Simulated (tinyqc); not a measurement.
Frequency dispersion of an accumulation capacitance by border traps, distributed model: one step of the calculation.

Traps spread evenly through the insulator exchange electrons with the semiconductor by tunnelling, with tau(x) = t0 exp(2 ka x) at depth x from the interface. The admittance per area Y seen at depth x obeys dY/dx = -Y^2/(i w eps0 eox) + q Nb ln(1 + i w tau)/tau, with Y(0) = i w Cs and w = 2 pi f; the gate sees Y(tox) = G + i w C. Working variable y = Y/(i w), in uF/cm^2. Cox = eps0 eox/tox.

Task. Scales and lumped estimate. Cox; trap-free value 1/(1/Cox + 1/Cs); response depth d = ln(1/(w t0))/(2 ka), where w tau = 1; lumped estimate: all traps within d act as C_bt = q Nb d placed at d/2, so C = 1/{1/[1/(1/Cs + d/(2 eps0 eox)) + C_bt] + (tox - d/2)/(eps0 eox)}.

Inputs (values chosen for the exercise); permittivity close to that of silicon dioxide: relative permittivity of the insulator eox = 3.98; insulator thickness tox = 5.7 nm; semiconductor capacitance in accumulation Cs = 2.9 uF/cm^2; density of border traps Nb = 8.3e18 cm^-3 eV^-1; decay constant of the wave function in the insulator ka = 6.3 1/nm; time constant of a trap at the interface t0 = 2e-11 s; frequency f = 1e5 Hz.

Constants: q = 1.602176634e-19 C, eps0 = 8.8541878128e-14 F/cm where lengths are in cm. Results are converted to the units shown.

Wanted: Cox; trap-free C; d; C_bt; lumped C.

Result.

Cox = 0.6182 uF/cm^2
trap-free C = 0.5096 uF/cm^2
d = 0.8956 nm
C_bt = 0.1191 uF/cm^2
lumped C = 0.5162 uF/cm^2

The traps within reach amount to 0.0411 Cs and lie in the first 15.7 % of the insulator.

tinyqc, about 0.4 s, one thread, Intel Xeon 2.30GHz (shared host): `OMP_NUM_THREADS=1 python tinyqc.py 2202016 2202017 out.jsonl`
